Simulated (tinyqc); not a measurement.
# From [HF2] back to K2 = [HF2]/([HF][F])

Model: speciation in dilute and buffered hydrofluoric acid, oxide etch rate and bath loading. Computed by tinyqc, a small Python program. Command: `OMP_NUM_THREADS=1 python tinyqc.py 3120137 3120138 out.jsonl hfetch inv`. One thread of a shared host (Intel(R) Xeon(R) Processor @ 2.30GHz), about 0.01 s of CPU time with the checks.

Concentrations stand for activities, NH4+ and Cl- are spectators, and water ionisation is neglected. H, F and HF2 denote the ions H+, F- and HF2-. The base temperature is 298 K.

Inputs (values chosen for the exercise, of the order of those for thermal oxide at room temperature):

| quantity | value | unit |
|---|---|---|
| HF added | 0.18 | mol/L |
| NH4F added | 0.24 | mol/L |
| HCl added | 0 | mol/L |
| K1 = [H][F]/[HF] | 0.000673 | mol/L |
| K3 = [H2F2]/[HF]^2 | 2.54 | L/mol |

Method. Fluoride balance: [HF] + [F] + 2 [HF2] + 2 [H2F2] = HF added + NH4F added. Acid balance: [H] + [HF] + [HF2] + 2 [H2F2] = HF added + HCl added. For a trial [H], [HF] = [H][F]/K1, and the fluoride balance is a quadratic in [F]. The root is refined to 1e-13 in pH = -log10 [H].

Problem. A run gave the result below. Find the K2 = [HF2]/([HF][F]), known to lie between 2.9 and 5.3 L/mol.

[HF2] = 0.06198586 mol/L

Solution.

Each step takes the trial c = (a f_b - b f_a)/(f_b - f_a), f being the result less the target and a, b, c the logarithms of the listed values; c replaces end b, the old b replaces a if the sign of f changed, and otherwise f_a is halved.

Scan of the range:

| K2 = [HF2]/([HF][F]) (L/mol) | [HF2] (mol/L) |
|---|---|
| 2.90 | 0.0495155 |
| 3.21 | 0.0528154 |
| 3.55 | 0.0561880 |
| 3.92 | 0.0595987 |
| 4.33 | 0.0631004 |
| 4.79 | 0.0667252 |
| 5.30 | 0.0704174 |

False position (Illinois rule, in the logarithm of the input) inside the bracket:

| step | end a | end b | trial | [HF2] (mol/L) |
|---|---|---|---|---|
| 1 | 3.92000 | 4.33000 | 4.19505 | 0.0619778 |
| 2 | 4.33000 | 4.19505 | 4.19600 | 0.0619858 |
| 3 | 4.33000 | 4.19600 | 4.19600 | 0.0619859 |
| 4 | 4.19600 | 4.19600 | 4.19600 | 0.0619859 |

[HF2] rises at every point of a 13-point scan of the range (every second point is shown), so one value fits; it is bracketed by 3.92 and 4.33. Answer: K2 = [HF2]/([HF][F]) = 4.196 L/mol.
